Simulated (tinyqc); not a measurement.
Convergence with the mesh in the empty well.

In an empty well of width L and depth Vb, level k solves kw L/2 = (k - 1) pi/2 + arctan(sqrt((mw/mb)(Vb - E)/E)) with kw = sqrt(mw E/C), C = hbar^2/(2 m0). Mesh: N intervals across the well, hz = L/N, nodes at (i + 1/2) hz from an edge, mass (mw + mb)/2 on the interval that holds an interface, walls 3 L outside the edges; H_ii = C (1/m_(i-1/2) + 1/m_(i+1/2))/hz^2 + V_i, H_(i,i+1) = -C/(m_(i+1/2) hz^2). No field, no charge.

Parameters, values chosen for the exercise; material values close to those of In0.53Ga0.47As in InAlAs:
- mw = 0.041 m0 (mass along z in the well)
- mb = 0.0751 m0 (mass along z in the barriers)
- Vb = 0.506 eV (barrier height)
- L = 9.8 nm (well width)

Constants: q = 1.602176634e-19 C, hbar = 1.054571817e-34 J s, m0 = 9.1093837015e-31 kg, hbar^2/(2 m0) = 0.0380998212 eV nm^2. Results are converted to the units shown.

The same in every row: exact E1 (meV) = 50.83.

Convergence with the mesh in the empty well:
```
N    E1 on the mesh (meV)  error (%)
4                   38.93      -23.4
8                   46.81      -7.92
16                  49.72      -2.19
32                  50.55     -0.562
64                  50.76     -0.142
128                 50.82    -0.0354
```

The error goes from -23 % to -0.035 %; between N = 32 and 64 it shrinks by a factor of 4.0, the 4 of a second-order scheme.

Computed by the program tinyqc: `OMP_NUM_THREADS=1 python tinyqc.py 2140012 2140013 out.jsonl`, one thread of a shared Intel Xeon 2.30GHz, about 0.1 s for the whole run.
